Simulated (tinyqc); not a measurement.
Inside a calculation. Model: thermal stress and diffusional relaxation in a metal film: Coble and Nabarro-Herring creep, cooling and holds. Computed by tinyqc, a small Python program that keeps every step. Command: `OMP_NUM_THREADS=1 python tinyqc.py 3031011 3031012 out.jsonl creep walk`. One thread of a shared host (Intel(R) Xeon(R) Processor @ 2.30GHz), about 0.08 s of CPU time with the checks. Intermediate numbers are printed to about 6 digits and carried at full precision; extremes and crossings named in words are read from the listed rows.

A thin film on a rigid substrate is stress-free at T0. Tension is positive and the film creeps linearly: d sigma/dt = -M (mismatch) dT/dt - sigma/tau.

Inputs (values chosen for the exercise, modelled on silver films on silicon):

| quantity | value | unit |
|---|---|---|
| biaxial modulus M | 130 | GPa |
| expansion mismatch | 15.5 | 1e-6/K |
| atomic volume Omega | 17 | angstrom^3 |
| lattice prefactor D0 | 5.5e-05 | m^2/s |
| lattice energy E | 1.9 | eV |
| boundary prefactor (delta D_b)0 | 6.2e-15 | m^3/s |
| boundary energy E_b | 0.931 | eV |
| grain size d | 0.38 | um |
| stress-free temperature T0 | 350 | C |
| hold temperature T | 150 | C |
| hold time t | 0.038 | h |
| cooling rate | 30 | C/min |
| yield stress | 300 | MPa |

Constants: k_B = 1.380649e-23 J/K; k_B = 8.617333262e-05 eV/K.

## Elastic stress after a quench

Thermoelastic slope = M x mismatch; sigma_0 = slope x (T0 - T).

thermoelastic slope = 2.015 MPa/K

stress after a quench sigma_0 = 403 MPa

Caution: the elastic stress exceeds the yield stress, so dislocation glide would cap it first.

## Creep at the hold temperature

Creep rate per stress: Nabarro-Herring 14 D Omega/(k_B T d^2), Coble (14 pi) delta D_b Omega/(k_B T d^3), with D = D0 exp(-E/(k_B T)), delta D_b = (delta D_b)0 exp(-E_b/(k_B T)); 1/tau = M x (sum of both)/2 (biaxial strain rate is half the uniaxial one). Temperatures in kelvin are T(C) + 273.15. sigma(t) = sigma_0 exp(-t/tau), relaxed part sigma_0 - sigma(t); the grain size where both mechanisms are equal is pi delta D_b/D.

Nabarro-Herring rate = 3.64349e-22 1/(Pa s)

Coble rate = 1.17990e-13 1/(Pa s)

relaxation time tau = 0.0362193 h

stress after the hold = 141.143 MPa

stress relaxed during the hold = 261.857 MPa

crossover grain size = 1.23058e+08 um

Coble creep is 3.2e8 times as fast as Nabarro-Herring creep at this grain size. The crossover size is formal, far above any film grain. Caution: bulk creep laws overstate relaxation in a bonded film, where the substrate constrains boundary diffusion, and dislocation glide is left out.

## Stress after cooling to room temperature

Cooling from T0 at the constant rate: d sigma/dT = -slope + sigma/(tau(T) x rate), integrated to 25 C (stiff solver, tolerance 1e-9). Effective stress-free temperature T_eff = 25 C + sigma/slope.

stress at 25 C = 281.472 MPa

effective stress-free temperature = 164.688 C

Creep during cooling removes 57.0 % of the elastic value. Caution: bulk creep laws overstate relaxation in a bonded film, and dislocation glide would cap stresses above the yield stress.

## Where a fixed hold relaxes most

For each hold temperature: sigma_0 = slope (T0 - T), relaxed stress sigma_0 (1 - exp(-t/tau)), initial rate sigma_0/tau. In confined lines the relaxed part appears as void volume.

Holds:

| T (C) | sigma_0 (MPa) | tau (h) | relaxed (MPa) | initial rate (MPa/h) |
|---|---|---|---|---|
| 25 | 654.875 | 1.13682e+03 | 2.18899e-02 | 5.76058e-01 |
| 65 | 574.275 | 1.77340e+01 | 1.22922e+00 | 3.23827e+01 |
| 105 | 493.675 | 6.75503e-01 | 2.70047e+01 | 7.30826e+02 |
| 145 | 413.075 | 4.85697e-02 | 2.24169e+02 | 8.50478e+03 |
| 185 | 332.475 | 5.57658e-03 | 3.32110e+02 | 5.96199e+04 |
| 225 | 251.875 | 9.12802e-04 | 2.51875e+02 | 2.75936e+05 |
| 265 | 171.275 | 1.96709e-04 | 1.71275e+02 | 8.70704e+05 |
| 305 | 90.675 | 5.26911e-05 | 9.06750e+01 | 1.72088e+06 |
| 345 | 10.075 | 1.68125e-05 | 1.00750e+01 | 5.99256e+05 |

The relaxed stress peaks at 185 C among these rows: colder holds have more stress but slower diffusion, hotter ones faster diffusion but less stress. The initial rate peaks about k_B T^2/E_b = 36 K below T0 when boundaries dominate; its largest row is 305 C. Caution: dislocation glide would cap stresses above the yield stress; capping layers can block the surface and boundary paths, and threshold stresses are ignored.

Checks made by the program: cooling integral by quadrature (relative difference 3e-09).
